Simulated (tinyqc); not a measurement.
Piezoresistors in the (001) plane of a cubic crystal: one step of the calculation.

Plane stress in crystal axes x = [100], y = [010]. First-order piezoresistance: d rho_xx/rho = p11 sxx + p12 syy, d rho_yy/rho = p12 sxx + p11 syy, d rho_xy/rho = p44 sxy; a resistor along d = (cos th, sin th) changes by dR/R = d.(d rho/rho).d. Changes of geometry and second-order terms are left out.

Problem. Change of the resistivity tensor. As in the introduction.

Parameters, values chosen for the exercise; coefficients close to those of lightly doped p-type silicon:
```
symbol  value        unit                     meaning
p11      6.53  x 1e-11/Pa  piezoresistive coefficient
p12      -1.1  x 1e-11/Pa  piezoresistive coefficient
p44       142  x 1e-11/Pa  piezoresistive coefficient
Sx       -176         MPa                  stress sxx
Sy       -201         MPa                  stress syy
St         41         MPa            shear stress sxy
```

Find: d rho/rho.

Solution.

d rho/rho (%):
```
	x	y
x	-0.928	5.822
y	5.822	-1.119
```

tinyqc, about 0.01 s, one thread, Intel Xeon 2.30GHz (shared host): `OMP_NUM_THREADS=1 python tinyqc.py 2530075 2530076 out.jsonl`
